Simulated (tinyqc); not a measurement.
From results back to parameters: sp3s* tight binding. Five cases, with inputs chosen for the exercise.

Problem. Without spin-orbit coupling the s levels at Gamma are the roots of [[Esa, Vss], [Vss, Esc]], the p levels those of [[Epa, Vxx], [Vxx, Epc]], and the doubly degenerate valence level at X is the lower root of [[Epa, Vxy], [Vxy, Epc]]. The atomic differences are given; the levels below come from hidden parameters.

Find: Esa, Esc, Epa, Epc; |Vss|, |Vxx|, |Vxy|.

Method. The mean of a pair of roots is the mean of the two levels, which with the given difference fixes both; half the splitting, squared, less a quarter of the squared difference is V^2. At X the lower root lies sqrt((dEp/2)^2 + Vxy^2) below the mean p level.

Case 1.

Values chosen (out of a larger set: near a published set for InP, fitted to gaps, whose masses and valley positions are rough; spin-orbit coupling, where it is added without a refit, lifts the valence top and shrinks all gaps by about a third of the splitting; not measured data): dEs = 7.056 eV (Esc - Esa); dEp = 3.229 eV (Epc - Epa).

s levels at Gamma (eV): -11.45052  1.45852

p levels at Gamma (eV): -0.00258  4.98558

valence level X5 = -1.99506 eV

Solution.

Esa, Esc, Epa, Epc (eV): -8.524  -1.468  0.877  4.106

|Vss|, |Vxx|, |Vxy| (eV): 5.405  1.901  4.186

Case 2.

Values chosen (out of a larger set: near a published set for InP, fitted to gaps, whose masses and valley positions are rough; not measured data): dEs = 7.101 eV (Esc - Esa); dEp = 3.193 eV (Epc - Epa).

s levels at Gamma (eV): -11.44496  1.36196

p levels at Gamma (eV): -0.00478  4.94178

valence level X5 = -2.05369 eV

Solution.

Esa, Esc, Epa, Epc (eV): -8.592  -1.491  0.872  4.065

|Vss|, |Vxx|, |Vxy| (eV): 5.329  1.889  4.231

Case 3.

Values chosen (out of a larger set: near a published set for GaAs, fitted to gaps, whose masses and valley positions are rough; not measured data): dEs = 5.693 eV (Esc - Esa); dEp = 2.636 eV (Epc - Epa).

s levels at Gamma (eV): -12.55500  1.56000

p levels at Gamma (eV): 0.00087  4.71313

valence level X5 = -2.89119 eV

Solution.

Esa, Esc, Epa, Epc (eV): -8.344  -2.651  1.039  3.675

|Vss|, |Vxx|, |Vxy| (eV): 6.458  1.953  5.080

Case 4.

Values chosen (out of a larger set: near a published set for InAs, fitted to gaps, whose masses and valley positions are rough; not measured data): dEs = 6.864 eV (Esc - Esa); dEp = 2.833 eV (Epc - Epa).

s levels at Gamma (eV): -12.70029  0.38629

p levels at Gamma (eV): 0.01533  4.64367

valence level X5 = -2.33479 eV

Solution.

Esa, Esc, Epa, Epc (eV): -9.589  -2.725  0.913  3.746

|Vss|, |Vxx|, |Vxy| (eV): 5.571  1.830  4.444

Case 5.

Values chosen (out of a larger set: near a published set for SiC, fitted to gaps, whose masses and valley positions are rough; spin-orbit coupling, where it is added without a refit, lifts the valence top and shrinks all gaps by about a third of the splitting; not measured data): dEs = 3.661 eV (Esc - Esa); dEp = 2.183 eV (Epc - Epa).

s levels at Gamma (eV): -19.20490  5.85990

p levels at Gamma (eV): 0.02401  6.43699

valence level X5 = -2.76863 eV

Solution.

Esa, Esc, Epa, Epc (eV): -8.503  -4.842  2.139  4.322

|Vss|, |Vxx|, |Vxy| (eV): 12.398  3.015  5.899

Computed by tinyqc, one run a case: `OMP_NUM_THREADS=1 python tinyqc.py N N+1 out.jsonl` with N = 1450087, 1450095, 1450159, 1450206, 1450231; one thread of a shared Intel(R) Xeon(R) Processor @ 2.30GHz, about 0.1 s a run at most.
